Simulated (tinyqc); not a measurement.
Frequency dispersion of an accumulation capacitance by border traps, distributed model: one step of the calculation.

Traps spread evenly through the insulator exchange electrons with the semiconductor by tunnelling, with tau(x) = t0 exp(2 ka x) at depth x from the interface. The admittance per area Y seen at depth x obeys dY/dx = -Y^2/(i w eps0 eox) + q Nb ln(1 + i w tau)/tau, with Y(0) = i w Cs and w = 2 pi f; the gate sees Y(tox) = G + i w C. Working variable y = Y/(i w), in uF/cm^2. Cox = eps0 eox/tox.

Task. Scales and lumped estimate. Cox; trap-free value 1/(1/Cox + 1/Cs); response depth d = ln(1/(w t0))/(2 ka), where w tau = 1; lumped estimate: all traps within d act as C_bt = q Nb d placed at d/2, so C = 1/{1/[1/(1/Cs + d/(2 eps0 eox)) + C_bt] + (tox - d/2)/(eps0 eox)}.

Inputs (values chosen for the exercise); permittivity close to that of aluminium oxide:
- eox = 8.81 (relative permittivity of the insulator)
- tox = 7.1 nm (insulator thickness)
- Cs = 0.53 uF/cm^2 (semiconductor capacitance in accumulation)
- Nb = 2.2e19 cm^-3 eV^-1 (density of border traps)
- ka = 4.1 1/nm (decay constant of the wave function in the insulator)
- t0 = 1e-10 s (time constant of a trap at the interface)
- f = 1e5 Hz (frequency)

Constants: q = 1.602176634e-19 C, eps0 = 8.8541878128e-14 F/cm where lengths are in cm. Results are converted to the units shown.

Find: Cox; trap-free C; d; C_bt; lumped C.

Result.

Cox = 1.099 uF/cm^2
trap-free C = 0.3575 uF/cm^2
d = 1.180 nm
C_bt = 0.4159 uF/cm^2
lumped C = 0.5222 uF/cm^2

The traps within reach amount to 0.785 Cs and lie in the first 16.6 % of the insulator.

Computed by the program tinyqc: `OMP_NUM_THREADS=1 python tinyqc.py 2202179 2202180 out.jsonl`, one thread of a shared Intel Xeon 2.30GHz, about 0.5 s for the whole run.
